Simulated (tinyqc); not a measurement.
Worked calculation: Pariser-Parr-Pople SCF with singles CI, for the molecule C=CC(=O)C=CO (SMILES; centres numbered as the heavy atoms are written). One step of it, computed by the program tinyqc.

Question. PPP integrals. Mataga-Nishimoto: gamma = 14.399645/(R + a), a = 2 x 14.399645/(gamma_rr + gamma_ss); H_rr = -W_r - sum_(s != r) z_s gamma_rs; H_rs = beta for bonds.

Centres (angstrom, eV; a flat drawing with bonds scaled to 1.40 angstrom):
```
centre          x          y  core charge z          W   gamma_rr
1C      -2.941000   0.180000              1   9.710000  10.970000
2C      -1.667000   0.762000              1   9.710000  10.970000
3C      -0.527000  -0.050000              1   9.710000  10.970000
4O      -0.660000  -1.444000              1  17.270000  14.020000
5C       0.747000   0.532000              1   9.710000  10.970000
6C       1.887000  -0.280000              1   9.710000  10.970000
7O       3.161000   0.301000              2  34.500000  23.400000
```

Resonance integrals (eV):
```
i  j       beta
1  2  -2.390000
2  3  -2.390000
3  4  -2.510000
3  5  -2.390000
5  6  -2.390000
6  7  -2.310000
```

Give: repulsion gamma_rs; core matrix H.

Answer.

repulsion gamma_rs (eV):
```
         1C       2C       3C       4O       5C       6C       7O
1C  10.9700   5.3071   3.8527   3.6432   2.8699   2.3367   2.0745
2C   5.3071  10.9700   5.3091   4.0252   3.8527   2.8706   2.5316
3C   3.8527   5.3091  10.9700   5.6408   5.3071   3.8527   3.1699
4O   3.6432   4.0252   5.6408  14.0200   4.0243   3.6429   2.8972
5C   2.8699   3.8527   5.3071   4.0243  10.9700   5.3091   4.4131
6C   2.3367   2.8706   3.8527   3.6429   5.3091  10.9700   6.4337
7O   2.0745   2.5316   3.1699   2.8972   4.4131   6.4337  23.4000
```

core matrix H (eV):
```
          1C        2C        3C        4O        5C        6C        7O
1C  -31.8686   -2.3900    0.0000    0.0000    0.0000    0.0000    0.0000
2C   -2.3900  -36.1379   -2.3900    0.0000    0.0000    0.0000    0.0000
3C    0.0000   -2.3900  -40.0122   -2.5100   -2.3900    0.0000    0.0000
4O    0.0000    0.0000   -2.5100  -44.0407    0.0000    0.0000    0.0000
5C    0.0000    0.0000   -2.3900    0.0000  -39.8993   -2.3900    0.0000
6C    0.0000    0.0000    0.0000    0.0000   -2.3900  -40.5894   -2.3100
7O    0.0000    0.0000    0.0000    0.0000    0.0000   -2.3100  -56.0201
```
